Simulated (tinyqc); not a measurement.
Inside a calculation. Method: Pariser-Parr-Pople SCF with singles CI, for the molecule c1c[cH+]ccnc1 (SMILES; centres numbered as the heavy atoms are written). Computed by tinyqc, a small Python program that keeps every step. Settings: charge = 1, gamma = Ohno, start = huckel, damping = 0.5, iteration cap = 86, excitations kept = 6. Command: `OMP_NUM_THREADS=1 python tinyqc.py 30099 30100 out.jsonl` (the two numbers bound the seeds that draw the settings). One thread of a shared host (Intel(R) Xeon(R) Processor @ 2.60GHz), about 0.02 s of CPU time with the checks. Later iterations appear only in the table of the cycle.

## PPP integrals

Centres (angstrom, eV; a flat drawing with bonds scaled to 1.40 angstrom):
```
centre        x        y  core charge z        W  gamma_rr
1C       1.6130   0.0000              1  11.1600   11.1300
2C       1.0060   1.2610              1  11.1600   11.1300
3C      -0.3590   1.5730              1  11.1600   11.1300
4C      -1.4540   0.7000              1  11.1600   11.1300
5C      -1.4540  -0.7000              1  11.1600   11.1300
6N      -0.3590  -1.5730              1  14.1000   12.3000
7C       1.0060  -1.2610              1  11.1600   11.1300
```

Resonance integrals (eV):
```
i  j     beta
1  2  -2.3900
2  3  -2.3900
3  4  -2.3900
4  5  -2.3900
5  6  -2.5100
6  7  -2.5100
7  1  -2.3900
```

Ohno: gamma = 14.399645/sqrt(R^2 + a^2), a = 2 x 14.399645/(gamma_rr + gamma_ss); H_rr = -W_r - sum_(s != r) z_s gamma_rs; H_rs = beta for bonds.

repulsion gamma_rs (eV), order 1C, 2C, 3C, 4C, 5C, 6N, 7C:
```
[[11.1300, 7.5553, 5.0793, 4.2333, 4.2333, 5.1316, 7.5553],
 [7.5553, 11.1300, 7.5533, 5.0783, 4.2332, 4.2638, 5.0802],
 [5.0793, 7.5533, 11.1300, 7.5527, 5.0786, 4.2633, 4.2336],
 [4.2333, 5.0783, 7.5527, 11.1300, 7.5539, 5.1308, 4.2332],
 [4.2333, 4.2332, 5.0786, 7.5539, 11.1300, 7.7279, 5.0783],
 [5.1316, 4.2638, 4.2633, 5.1308, 7.7279, 12.3000, 7.7286],
 [7.5553, 5.0802, 4.2336, 4.2332, 5.0783, 7.7286, 11.1300]]
```

core matrix H (eV), order 1C, 2C, 3C, 4C, 5C, 6N, 7C:
```
[[-44.9483, -2.3900, 0.0000, 0.0000, 0.0000, 0.0000, -2.3900],
 [-2.3900, -44.9240, -2.3900, 0.0000, 0.0000, 0.0000, 0.0000],
 [0.0000, -2.3900, -44.9207, -2.3900, 0.0000, 0.0000, 0.0000],
 [0.0000, 0.0000, -2.3900, -44.9422, -2.3900, 0.0000, 0.0000],
 [0.0000, 0.0000, 0.0000, -2.3900, -45.0651, -2.5100, 0.0000],
 [0.0000, 0.0000, 0.0000, 0.0000, -2.5100, -48.3460, -2.5100],
 [-2.3900, 0.0000, 0.0000, 0.0000, 0.0000, -2.5100, -45.0692]]
```

## Starting guess

pi electrons, sum of z_r less the charge = 6

Orbitals of the Hueckel matrix of the beta values.

P at the start, order 1C, 2C, 3C, 4C, 5C, 6N, 7C:
```
[[0.8548, 0.6446, 0.1612, -0.2315, -0.2348, 0.1543, 0.6363],
 [0.6446, 0.8554, 0.6403, 0.1612, -0.2271, -0.2242, 0.1606],
 [0.1612, 0.6403, 0.8554, 0.6446, 0.1606, -0.2242, -0.2271],
 [-0.2315, 0.1612, 0.6446, 0.8548, 0.6363, 0.1543, -0.2348],
 [-0.2348, -0.2271, 0.1606, 0.6363, 0.8563, 0.6458, 0.1577],
 [0.1543, -0.2242, -0.2242, 0.1543, 0.6458, 0.8670, 0.6458],
 [0.6363, 0.1606, -0.2271, -0.2348, 0.1577, 0.6458, 0.8563]]
```

## Iteration 1: Fock matrix

F_rr = H_rr + P_rr gamma_rr / 2 + sum_(s != r) P_ss gamma_rs; F_rs = H_rs - P_rs gamma_rs / 2; E = tr P (H + F) / 2 + core repulsion sum_(r<s) z_r z_s gamma_rs.

F (eV), order 1C, 2C, 3C, 4C, 5C, 6N, 7C:
```
[[-11.2212, -4.8252, -0.4094, 0.4900, 0.4970, -0.3959, -4.7937],
 [-4.8252, -11.2317, -4.8081, -0.4093, 0.4807, 0.4780, -0.4078],
 [-0.4094, -4.8081, -11.2312, -4.8243, -0.4077, 0.4779, 0.4808],
 [0.4900, -0.4093, -4.8243, -11.2203, -4.7933, -0.3958, 0.4970],
 [0.4970, 0.4807, -0.4077, -4.7933, -11.2102, -5.0055, -0.4004],
 [-0.3959, 0.4780, 0.4779, -0.3958, -5.0055, -13.7124, -5.0057],
 [-4.7937, -0.4078, 0.4808, 0.4970, -0.4004, -5.0057, -11.2108]]
```

pi energy = -86.5470 eV

## Iteration 1: orbitals and new P

Diagonalise F (the basis is taken as orthonormal) and form P = 2 sum c c over the lowest orbitals; 0.5 of the old P is kept.

orbital energies (eV): [-21.3613, -18.6738, -17.9151, -8.3767, -7.7549, -3.6817, -3.2742]

P after iteration 1, order 1C, 2C, 3C, 4C, 5C, 6N, 7C:
```
[[0.8531, 0.6508, 0.1666, -0.2336, -0.2458, 0.1461, 0.6248],
 [0.6508, 0.8464, 0.6307, 0.1666, -0.2100, -0.2253, 0.1779],
 [0.1666, 0.6307, 0.8464, 0.6508, 0.1780, -0.2253, -0.2100],
 [-0.2336, 0.1666, 0.6508, 0.8531, 0.6248, 0.1461, -0.2458],
 [-0.2458, -0.2100, 0.1780, 0.6248, 0.8203, 0.6501, 0.1228],
 [0.1461, -0.2253, -0.2253, 0.1461, 0.6501, 0.9602, 0.6501],
 [0.6248, 0.1779, -0.2100, -0.2458, 0.1228, 0.6501, 0.8203]]
```

## Iteration 2: Fock matrix

As before.

F (eV), order 1C, 2C, 3C, 4C, 5C, 6N, 7C:
```
[[-11.2965, -4.8485, -0.4231, 0.4944, 0.5203, -0.3748, -4.7504],
 [-4.8485, -11.3080, -4.7719, -0.4230, 0.4444, 0.4804, -0.4520],
 [-0.4231, -4.7719, -11.3076, -4.8476, -0.4519, 0.4803, 0.4445],
 [0.4944, -0.4230, -4.8476, -11.2957, -4.7499, -0.3748, 0.5203],
 [0.5203, 0.4444, -0.4519, -4.7499, -10.9760, -5.0221, -0.3118],
 [-0.3748, 0.4804, 0.4803, -0.3748, -5.0221, -13.7884, -5.0223],
 [-4.7504, -0.4520, 0.4445, 0.5203, -0.3118, -5.0223, -10.9764]]
```

pi energy = -86.6822 eV

## Iteration 2: orbitals and new P

As before.

orbital energies (eV): [-21.3044, -18.7087, -17.9116, -8.3462, -7.7293, -3.5985, -3.3500]

P after iteration 2, order 1C, 2C, 3C, 4C, 5C, 6N, 7C:
```
[[0.8562, 0.6580, 0.1677, -0.2378, -0.2513, 0.1404, 0.6152],
 [0.6580, 0.8417, 0.6220, 0.1677, -0.1990, -0.2253, 0.1892],
 [0.1677, 0.6220, 0.8417, 0.6580, 0.1892, -0.2253, -0.1991],
 [-0.2378, 0.1677, 0.6580, 0.8562, 0.6152, 0.1405, -0.2513],
 [-0.2513, -0.1990, 0.1892, 0.6152, 0.7908, 0.6520, 0.1045],
 [0.1404, -0.2253, -0.2253, 0.1405, 0.6520, 1.0225, 0.6520],
 [0.6152, 0.1892, -0.1991, -0.2513, 0.1045, 0.6520, 0.7909]]
```

## Iteration 3: Fock matrix

As before.

F (eV), order 1C, 2C, 3C, 4C, 5C, 6N, 7C:
```
[[-11.3540, -4.8756, -0.4259, 0.5033, 0.5319, -0.3603, -4.7139],
 [-4.8756, -11.3402, -4.7391, -0.4259, 0.4212, 0.4803, -0.4806],
 [-0.4259, -4.7391, -11.3398, -4.8747, -0.4806, 0.4802, 0.4214],
 [0.5033, -0.4259, -4.8747, -11.3533, -4.7134, -0.3603, 0.5319],
 [0.5319, 0.4212, -0.4806, -4.7134, -10.8164, -5.0292, -0.2654],
 [-0.3603, 0.4803, 0.4802, -0.3603, -5.0292, -13.8700, -5.0295],
 [-4.7139, -0.4806, 0.4214, 0.5319, -0.2654, -5.0295, -10.8167]]
```

pi energy = -86.7754 eV

## Iteration 3: orbitals and new P

As before.

orbital energies (eV): [-21.2760, -18.7248, -17.9108, -8.3278, -7.7116, -3.5530, -3.3866]

P after iteration 3, order 1C, 2C, 3C, 4C, 5C, 6N, 7C:
```
[[0.8613, 0.6652, 0.1670, -0.2421, -0.2537, 0.1360, 0.6071],
 [0.6652, 0.8390, 0.6140, 0.1671, -0.1918, -0.2248, 0.1967],
 [0.1670, 0.6140, 0.8389, 0.6652, 0.1968, -0.2247, -0.1918],
 [-0.2421, 0.1671, 0.6652, 0.8613, 0.6071, 0.1360, -0.2537],
 [-0.2537, -0.1918, 0.1968, 0.6071, 0.7672, 0.6526, 0.0955],
 [0.1360, -0.2248, -0.2247, 0.1360, 0.6526, 1.0652, 0.6526],
 [0.6071, 0.1967, -0.1918, -0.2537, 0.0955, 0.6526, 0.7672]]
```

## Convergence

Stop when output and input P, before any damping, agree to 1e-7.

Course of the cycle:
```
iteration      E (eV)  largest |P(out) - P(in)|
1          -86.547027                  1.86e-01
2          -86.682188                  1.25e-01
3          -86.775436                  8.53e-02
4          -86.836916                  5.99e-02
5          -86.876675                  4.30e-02
6          -86.902239                  3.15e-02
7          -86.918701                  2.35e-02
8          -86.929364                  1.78e-02
9          -86.936322                  1.37e-02
10         -86.940900                  1.07e-02
11         -86.943937                  8.42e-03
...               ...                       ...
61         -86.950221                  5.88e-07
62         -86.950221                  4.88e-07
63         -86.950221                  4.05e-07
64         -86.950221                  3.36e-07
65         -86.950221                  2.78e-07
66         -86.950221                  2.31e-07
67         -86.950221                  1.91e-07
68         -86.950221                  1.59e-07
69         -86.950221                  1.32e-07
70         -86.950221                  1.09e-07
71         -86.950221                  9.06e-08
```

Converged in 71 iterations.

## Converged orbitals

Charges are z - P_rr.

orbital energies (eV): [-21.2268, -18.7455, -17.9224, -8.2532, -7.6742, -3.5113, -3.4126]

coefficients, order 1C, 2C, 3C, 4C, 5C, 6N, 7C:
```
[[0.3294, -0.2344, -0.5389, 0.4630, -0.1840, -0.3490, -0.4196],
 [0.2986, -0.5070, -0.2578, -0.3697, -0.4122, 0.1299, 0.5136],
 [0.2985, -0.5068, 0.2585, -0.3699, 0.4121, 0.1318, -0.5130],
 [0.3292, -0.2338, 0.5392, 0.4630, 0.1842, -0.3506, 0.4182],
 [0.3892, 0.2059, 0.3778, 0.2132, -0.5442, 0.5112, -0.2461],
 [0.5493, 0.5402, -0.0002, -0.4550, -0.0001, -0.4465, -0.0008],
 [0.3893, 0.2055, -0.3779, 0.2129, 0.5443, 0.5102, 0.2480]]
```

pi charges: [0.0922, 0.1745, 0.1745, 0.0923, 0.3269, -0.1873, 0.3269]

## Singles CI, singlets

Over the 6 single excitations with the smallest orbital gaps: A = (e_a - e_i) delta + 2 (ia|jb) - (ij|ab), with (pq|rs) = sum c_mp c_mq gamma_mn c_nr c_ns. f = 2/3 w |mu|^2 in atomic units, mu = sqrt2 sum c_ia sum_m c_mi c_ma R_m.

singlet CI matrix (eV), order 3>4, 3>5, 2>4, 2>5, 1>4, 1>5:
```
[[5.2112, -0.0001, -0.0003, -1.2152, 0.0004, -0.1626],
 [-0.0001, 5.5899, 1.1401, -0.0001, 0.2123, 0.0003],
 [-0.0003, 1.1401, 5.8676, -0.0001, 0.0689, -0.0002],
 [-1.2152, -0.0001, -0.0001, 6.1368, 0.0003, -0.0125],
 [0.0004, 0.2123, 0.0689, 0.0003, 7.7385, -0.0001],
 [-0.1626, 0.0003, -0.0002, -0.0125, -0.0001, 8.1379]]
```

singlet excitation energies (eV): [4.3684, 4.5761, 6.8365, 6.9686, 7.7833, 8.1489]

oscillator strengths: [0.0665, 0.0055, 1.3876, 1.3556, 0.0899, 0.0939]

## Singles CI, triplets

Over the 6 single excitations with the smallest orbital gaps: A = (e_a - e_i) delta - (ij|ab), with (pq|rs) = sum c_mp c_mq gamma_mn c_nr c_ns.

triplet CI matrix (eV), order 3>4, 3>5, 2>4, 2>5, 1>4, 1>5:
```
[[3.1955, 0.0000, 0.0000, -0.0721, 0.0000, 0.2897],
 [0.0000, 3.8844, -0.0721, -0.0002, 0.2897, 0.0004],
 [0.0000, -0.0721, 3.9419, -0.0001, 0.0635, 0.0001],
 [-0.0721, -0.0002, -0.0001, 4.6928, 0.0001, -0.1030],
 [0.0000, 0.2897, 0.0635, 0.0001, 6.5119, -0.0002],
 [0.2897, 0.0004, 0.0001, -0.1030, -0.0002, 7.1034]]
```

triplet excitation energies (eV): [3.1714, 3.8068, 3.9868, 4.6908, 6.5446, 7.1296]
